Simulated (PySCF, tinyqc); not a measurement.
Inside a calculation. Method: FCI on RHF in the sto-3g basis, for H3+, spin multiplicity 1. The lowest restricted solution is unstable here: a spin-polarised one lies 0.0090 hartree lower (PySCF). One step of it, computed by the program tinyqc.

Task: FCI: determinants and Hamiltonian. Slater-Condon rules over spin orbitals, with the nuclear repulsion added and E(HF) subtracted on the diagonal.

one-electron integrals over orbitals h = C^T H C (hartree):
```
           1          2          3
1  -1.371031   0.000000  -0.090236
2   0.000000  -1.071337   0.000000
3  -0.090236   0.000000  -0.820967
```

Two-electron integrals over orbitals (pq|rs), unique and non-zero (hartree):
```
(11|11) 0.525332    (21|21) 0.147751    (22|11) 0.442210    (22|22) 0.505554
(31|11) 0.090236    (31|22) -0.053260   (31|31) 0.144004    (32|21) -0.146335
(32|32) 0.161942    (33|11) 0.532166    (33|22) 0.469306    (33|31) 0.079134
(33|33) 0.564517
```

nuclear repulsion = 1.08616012 hartree

Hartree-Fock energy = -1.13056962 hartree

Give: determinants; H - E(HF) between determinants.

Result:

Occupation strings over the orbitals (2 doubly, a alpha, b beta, 0 empty; spin orbitals ordered 1a 1b 2a 2b ...): 200 ab0 a0b ba0 b0a 020 0ab 0ba 002

H - E(HF) between determinants (hartree):
```
        200      ab0      a0b      ba0      b0a      020      0ab      0ba
200  0.0000   0.0000   0.0000   0.0000   0.0000   0.1478   0.0000   0.0000
ab0  0.0000   0.2166   0.0000  -0.1478   0.0000   0.0000  -0.1463   0.1435
a0b  0.0000   0.0000   0.5569   0.0000  -0.1440  -0.1463   0.0000   0.0000
ba0  0.0000  -0.1478   0.0000   0.2166   0.0000   0.0000   0.1435  -0.1463
b0a  0.0000   0.0000  -0.1440   0.0000   0.5569   0.1463   0.0000   0.0000
020  0.1478   0.0000  -0.1463   0.0000   0.1463   0.5796   0.0000   0.0000
0ab  0.0000  -0.1463   0.0000   0.1435   0.0000   0.0000   0.7937  -0.1619
0ba  0.0000   0.1435   0.0000  -0.1463   0.0000   0.0000  -0.1619   0.7937
002  0.1440   0.0000  -0.0111   0.0000   0.0111   0.1619   0.0000   0.0000

         002
200   0.1440
ab0   0.0000
a0b  -0.0111
ba0   0.0000
b0a   0.0111
020   0.1619
0ab   0.0000
0ba   0.0000
002   1.1393
```
